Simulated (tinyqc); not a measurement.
Worked calculation: tight binding, honeycomb lattice. One step of it, computed by the program tinyqc.

Task: Levels at k. Diagonalise the Hermitian matrix.

H(k) at k (eV), order A, B:
$$\begin{pmatrix}
0.444921 & 0.429287-1.576079i \\
0.429287+1.576079i & 0.444921
\end{pmatrix}$$

Give: eigenvalues; weights |c|^2 of the basis functions.

Result:

eigenvalues (eV): [-1.189, 2.078]

weights |c|^2 of the basis functions, order A, B:
$$\begin{pmatrix}
0.500 & 0.500 \\
0.500 & 0.500
\end{pmatrix}$$
